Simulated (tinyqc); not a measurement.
Inverse iteration on a symmetric matrix, step by step. Computed by tinyqc, a small Python program that keeps every step. Settings: method = inverse, shift = 1.5. Command: `OMP_NUM_THREADS=1 python tinyqc.py 21666 21667 out.jsonl` (the two numbers bound the seeds that draw the settings). One thread of a shared host (Intel(R) Xeon(R) Processor @ 2.60GHz), about 0.01 s of CPU time with the checks.

## Step 1

A:
```
[[0.48700, 0.15400, 0.33700, 0.27200],
 [0.15400, 2.42300, -0.57500, 0.17700],
 [0.33700, -0.57500, 3.30100, 0.33900],
 [0.27200, 0.17700, 0.33900, 3.42500]]
```

vector v at the start: [0.50000, 0.50000, 0.50000, 0.50000]

shift = 1.50000

solve (A - shift) w = v; v' = w/|w| with its largest component positive (the first on a tie); lambda = v'^T A v'.

vector after step 1: [-0.12843, 0.83385, 0.52964, 0.08760]

Rayleigh quotient after step 1 = 2.10952

## Step 2

As before.

vector after step 2: [0.30696, 0.83268, 0.42987, -0.16621]

Rayleigh quotient after step 2 = 2.06134

## Step 3

As before.

vector after step 3: [0.04039, 0.86345, 0.45347, -0.21722]

Rayleigh quotient after step 3 = 2.08252

## Course of the iteration

Stop when the residual |A v - lambda v| is below 1e-9.

Steps:
```
step     lambda  residual
1     2.1095214  6.91e-01
2     2.0613422  3.21e-01
3     2.0825197  1.64e-01
4     2.0919885  8.82e-02
5     2.0950705  4.79e-02
6     2.0960116  2.61e-02
7     2.0962943  1.43e-02
8     2.0963787  7.79e-03
9     2.0964040  4.25e-03
10    2.0964115  2.32e-03
11    2.0964137  1.27e-03
12    2.0964144  6.93e-04
13    2.0964146  3.78e-04
14    2.0964147  2.07e-04
15    2.0964147  1.13e-04
16    2.0964147  6.16e-05
17    2.0964147  3.37e-05
18    2.0964147  1.84e-05
19    2.0964147  1.00e-05
20    2.0964147  5.48e-06
21    2.0964147  2.99e-06
22    2.0964147  1.64e-06
23    2.0964147  8.93e-07
24    2.0964147  4.88e-07
25    2.0964147  2.66e-07
26    2.0964147  1.45e-07
27    2.0964147  7.95e-08
28    2.0964147  4.34e-08
29    2.0964147  2.37e-08
30    2.0964147  1.29e-08
```

all eigenvalues, for comparison: [0.40791, 2.09641, 3.32099, 3.81068]

Not converged in 30 steps: the residual falls only by the ratio of the two smallest distances of eigenvalues from the shift, 0.55 a step.
